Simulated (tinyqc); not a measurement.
Tight binding, kagome lattice, step by step. One step of it, computed by the program tinyqc.

Problem. Levels at K. Diagonalise the Hermitian matrix.

H(k) at K (eV):
```
                     A                    B                    C
A             0.000000  -0.980000+1.697410i  -0.980000-1.697410i
B  -0.980000-1.697410i             0.000000  -0.980000+1.697410i
C  -0.980000+1.697410i  -0.980000-1.697410i             0.000000
```

Give: eigenvalues.

Solution.

eigenvalues (eV): -1.9600  -1.9600  3.9200
